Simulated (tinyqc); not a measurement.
Free and trapped electrons in a MOS channel with a dense trap tail: one step of the calculation.

p-type body, charge-sheet picture, full ionisation (an idealisation for deep acceptors), Boltzmann statistics for free electrons. e = Ec - EF at the surface. Acceptor-like traps of density D(E) = D0 + De exp(-E/Ew) at depth E below Ec, from 0 to Eu, hold n_t = integral of D(E)/(1 + exp((e - E)/Vt)). psi = Eg - Vt ln(Nv/Na) - e; N_dep = sqrt(2 eps0 eps_r Na (psi - Vt)/q); n_f = sqrt(N_dep^2 + 2 eps0 eps_r Vt Nc exp(-e/Vt)/q) - N_dep; Vg = Vfb + psi + q (N_dep + n_t + n_f)/Cox, Cox = eps0 eox/tox.

Problem. Trapped charge. Trapezoid rule on 16 equal steps from 0 to Eu, f = 1/(1 + exp((e - E)/Vt)).

Inputs (values chosen for the exercise); band and dielectric values close to those of gallium nitride:
- T = 475 K (temperature)
- D0 = 1.3e10 cm^-2 eV^-1 (constant background density of acceptor-like traps)
- De = 7.9e13 cm^-2 eV^-1 (density of the tail at the conduction edge)
- Ew = 0.14 eV (decay energy of the tail)
- Eu = 0.75 eV (depth below Ec down to which the traps reach)
- e = 0.201 eV (Ec - EF at the surface)

Constants: q = 1.602176634e-19 C, kB = 1.380649e-23 J/K, Vt = kB T/q. Results are converted to the units shown.

Wanted: E; D(E) f; n_t.

Solution.

| point | E (eV) | D(E) f (cm^-2 eV^-1) |
|---|---|---|
| 0 | 0 | 5.7795e11 |
| 1 | 0.046875 | 1.2797e12 |
| 2 | 0.093750 | 2.7447e12 |
| 3 | 0.14062 | 5.3893e12 |
| 4 | 0.18750 | 8.6642e12 |
| 5 | 0.23438 | 1.0276e13 |
| 6 | 0.28125 | 9.3002e12 |
| 7 | 0.32812 | 7.2688e12 |
| 8 | 0.37500 | 5.3608e12 |
| 9 | 0.42188 | 3.8763e12 |
| 10 | 0.46875 | 2.7856e12 |
| 11 | 0.51562 | 1.9987e12 |
| 12 | 0.56250 | 1.4341e12 |
| 13 | 0.60938 | 1.0299e12 |
| 14 | 0.65625 | 7.4055e11 |
| 15 | 0.70312 | 5.3355e11 |
| 16 | 0.75000 | 3.8543e11 |

n_t = 2.9608e12 cm^-2

Program tinyqc, `OMP_NUM_THREADS=1 python tinyqc.py 2222114 2222115 out.jsonl`; Intel Xeon 2.30GHz, shared host, one thread, about 0.02 s.
